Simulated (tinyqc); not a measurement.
# Trap density from one capacitance

Question. Traps spread evenly through the insulator exchange electrons with the semiconductor by tunnelling, with tau(x) = t0 exp(2 ka x) at depth x from the interface. The admittance per area Y seen at depth x obeys dY/dx = -Y^2/(i w eps0 eox) + q Nb ln(1 + i w tau)/tau, with Y(0) = i w Cs and w = 2 pi f; the gate sees Y(tox) = G + i w C. Working variable y = Y/(i w), in uF/cm^2. Cox = eps0 eox/tox. Find Nb and G/w.

Values chosen for this exercise:
- eox = 21.9 (relative permittivity of the insulator)
- tox = 9.2 nm (insulator thickness)
- Cs = 2.1 uF/cm^2 (semiconductor capacitance in accumulation)
- ka = 4.5 1/nm (decay constant of the wave function in the insulator)
- t0 = 2e-9 s (time constant of a trap at the interface)
- f = 1000 Hz (frequency)

Constants: q = 1.602176634e-19 C, eps0 = 8.8541878128e-14 F/cm where lengths are in cm. Results are converted to the units shown.

C = 1.0762252 uF/cm^2

Answer. C rises steadily with Nb, so one density matches; in practice ka and t0 must come from the frequency dependence.

Nb = 3.90e18 cm^-3 eV^-1
G/w = 0.00348 uF/cm^2

Numbers from tinyqc (`OMP_NUM_THREADS=1 python tinyqc.py 2202087 2202088 out.jsonl`; about 0.5 s on one thread of a shared Intel Xeon 2.30GHz).
